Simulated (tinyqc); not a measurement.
Inside a calculation. Method: CIS on RHF in the sto-6g basis, for H6, spin multiplicity 1. One step of it, computed by the program tinyqc.

Task: CIS matrix, triplets. A(ia,jb) = (e_a - e_i) d_ij d_ab - (ij|ab).

orbital energies (hartree): MO1 -0.599227, MO2 -0.511105, MO3 -0.390589, MO4 0.268391, MO5 0.516611, MO6 0.793269

Two-electron integrals over orbitals (pq|rs), unique and non-zero (hartree):
```
(11|11) 0.390416    (21|21) 0.125663    (22|11) 0.308064    (22|22) 0.366455
(31|11) 0.077711    (31|22) -0.053948   (31|31) 0.124118    (32|21) -0.118263
(32|32) 0.136213    (33|11) 0.360682    (33|22) 0.322366    (33|31) 0.040282
(33|33) 0.360483    (41|21) 0.037272    (41|32) 0.006629    (41|41) 0.082776
(42|11) 0.056157    (42|22) -0.003103   (42|31) 0.049961    (42|33) 0.012233
(42|42) 0.072648    (43|21) 0.061819    (43|32) -0.059614   (43|41) 0.016078
(43|43) 0.080564    (44|11) 0.360671    (44|22) 0.322044    (44|31) 0.038225
(44|33) 0.351912    (44|42) 0.019965    (44|44) 0.364575    (51|11) 0.008810
(51|22) 0.027356    (51|31) -0.022945   (51|33) -0.010928   (51|42) 0.039513
(51|44) -0.003344   (51|51) 0.049717    (52|21) 0.023931    (52|32) 0.005296
(52|41) 0.056232    (52|43) -0.040977   (52|52) 0.091750    (53|11) -0.062475
(53|22) -0.001594   (53|31) -0.053158   (53|33) -0.023484   (53|42) -0.069777
(53|44) -0.019846   (53|51) -0.035434   (53|53) 0.074114    (54|21) 0.118462
(54|32) -0.130791   (54|41) 0.000505    (54|43) 0.061053    (54|52) -0.003728
(54|54) 0.139185    (55|11) 0.320219    (55|22) 0.370111    (55|31) -0.045832
(55|33) 0.332210    (55|42) 0.000657    (55|44) 0.339367    (55|51) 0.027415
(55|53) -0.003487   (55|55) 0.391142    (61|21) 0.001631    (61|32) 0.015279
(61|41) 0.029670    (61|43) 0.053152    (61|52) -0.034179   (61|54) -0.012817
(61|61) 0.068995    (62|11) -0.013339   (62|22) -0.031281   (62|31) 0.021044
(62|33) 0.002235    (62|42) -0.037015   (62|44) 0.004190    (62|51) -0.046782
(62|53) 0.038897    (62|55) -0.030478   (62|62) 0.048868    (63|21) 0.040262
(63|32) -0.000372   (63|41) 0.079972    (63|43) 0.017774    (63|52) 0.056806
(63|54) -0.000457   (63|61) 0.029041    (63|63) 0.084714    (64|11) 0.079722
(64|22) -0.047811   (64|31) 0.120028    (64|33) 0.041618    (64|42) 0.052237
(64|44) 0.042392    (64|51) -0.020192   (64|53) -0.054417   (64|55) -0.049190
(64|62) 0.020133    (64|64) 0.128843    (65|21) -0.128786   (65|32) 0.122638
(65|41) -0.038428   (65|43) -0.065648   (65|52) -0.024687   (65|54) -0.127766
(65|61) -0.002552   (65|63) -0.043884   (65|65) 0.143389    (66|11) 0.413031
(66|22) 0.326963    (66|31) 0.082370    (66|33) 0.383847    (66|42) 0.061321
(66|44) 0.390172    (66|51) 0.010359    (66|53) -0.068932   (66|55) 0.347966
(66|62) -0.015421   (66|64) 0.089840    (66|66) 0.457805
```

Give: CIS matrix A, triplet.

Result:

CIS matrix A, triplet (hartree), lower triangle:
```
         1>4      1>5      1>6     2>4      2>5      2>6      3>4     3>5
1>4   0.5069
1>5   0.0000   0.7956
1>6  -0.0797   0.0000   0.9795
2>4   0.0000  -0.1185   0.0000  0.4575
2>5  -0.1185   0.0000   0.1288  0.0000   0.6576
2>6   0.0000   0.1288   0.0000  0.0478   0.0000   0.9774
3>4  -0.0382   0.0000  -0.1200  0.0000   0.1308   0.0000   0.3071
3>5   0.0000   0.0458   0.0000  0.1308   0.0000  -0.1226   0.0000  0.5750
3>6  -0.1200   0.0000  -0.0824  0.0000  -0.1226   0.0000  -0.0416  0.0000

        3>6
3>6  0.8000
```
